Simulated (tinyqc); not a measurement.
Gamma, L and X subbands of a thin body with non-parabolic valleys: one step. Filling and quantum capacitance. Two cases, with inputs chosen for the exercise.

Problem. Over the ten listed subbands, named by valley (G, L, X), degeneracy and number.

n_i = g m/(2 pi c) kB T ln(1 + exp((EF - E_i)/kB T)), sum n_i = Ns (1e12/cm^2 = 1e-4/angstrom^2), c = hbar^2/2m0. Quantum capacitance Cq = 1602.176634 sum g m/(2 pi c) f_i in microfarad/cm^2 with f_i = 1/(1 + exp((E_i - EF)/kB T)); Cox = 34.5313/eot (one gate); C/Cox = Cq/(Cq + Cox), the centroid term left out.

Constants: hbar^2/2m0 = 3.80998211 eV angstrom^2; kB = 8.617333262e-05 eV/K.

Case 1.

Values chosen (near those of a thin InP channel; the results hold for these values, not for the real material): face = 111 (surface); t = 84 angstrom (body thickness); Ns = 7 x 1e12/cm^2 (sheet density); T = 300 K (temperature); eot = 9 angstrom (equivalent oxide thickness).

Subbands:

| subband | g | E (eV) | DOS mass |
|---|---|---|---|
| G1 n=1 | 1 | 0.065328 | 0.084654 |
| G1 n=2 | 1 | 0.237663 | 0.100888 |
| G1 n=3 | 1 | 0.475394 | 0.123282 |
| L1 n=1 | 1 | 0.615224 | 0.099230 |
| L1 n=2 | 1 | 0.624852 | 0.099916 |
| L1 n=3 | 1 | 0.640753 | 0.101050 |
| L3 n=1 | 3 | 0.659399 | 0.395649 |
| L1 n=4 | 1 | 0.662720 | 0.102615 |
| L1 n=5 | 1 | 0.690480 | 0.104594 |
| L1 n=6 | 1 | 0.723711 | 0.106963 |

Case 2.

Values chosen (near those of a thin GaAs channel; the results hold for these values, not for the real material): face = 110 (surface); t = 24 angstrom (body thickness); Ns = 11 x 1e12/cm^2 (sheet density); T = 300 K (temperature); eot = 7 angstrom (equivalent oxide thickness).

Subbands:

| subband | g | E (eV) | DOS mass |
|---|---|---|---|
| X2 n=1 | 2 | 0.564730 | 0.464242 |
| L2 n=1 | 2 | 0.568343 | 0.261042 |
| X1 n=1 | 1 | 0.663697 | 0.637301 |
| G1 n=1 | 1 | 0.702155 | 0.119550 |
| X2 n=2 | 2 | 0.964291 | 0.572198 |
| L2' n=1 | 2 | 1.005209 | 0.537909 |
| L2 n=2 | 2 | 1.260332 | 0.358168 |
| X1 n=2 | 1 | 1.272320 | 0.850748 |
| X2 n=3 | 2 | 1.499721 | 0.716864 |
| G1 n=2 | 1 | 1.892096 | 0.209624 |

Give: EF; n_i in the order of the list; Cq; Cox; C/Cox.

Solution.

Case 1.

EF = 0.2403 eV

n_i in the order of the list (1e12/cm^2): 6.188  0.812  0.000  0.000  0.000  0.000  0.000  0.000  0.000  0.000

Cq = 9.21 microfarad/cm^2
Cox = 3.837 microfarad/cm^2
C/Cox = 0.706

EF lies 175 meV above the lowest edge; Gamma holds 100 % of the electrons. The low density of states costs 29 % of the gate capacitance.

Case 2.

EF = 0.5659 eV

n_i in the order of the list (1e12/cm^2): 7.187  3.652  0.155  0.007  0.000  0.000  0.000  0.000  0.000  0.000

Cq = 49.44 microfarad/cm^2
Cox = 4.933 microfarad/cm^2
C/Cox = 0.909

EF lies 1 meV above the lowest edge; Gamma holds 0 % of the electrons. The density of states is ample: only 9 % of the gate capacitance is lost.

Computed by tinyqc, one run a case: `OMP_NUM_THREADS=1 python tinyqc.py N N+1 out.jsonl` with N = 1250698, 1250783; one thread of a shared Intel(R) Xeon(R) Processor @ 2.30GHz, about 0.04 s a run at most.
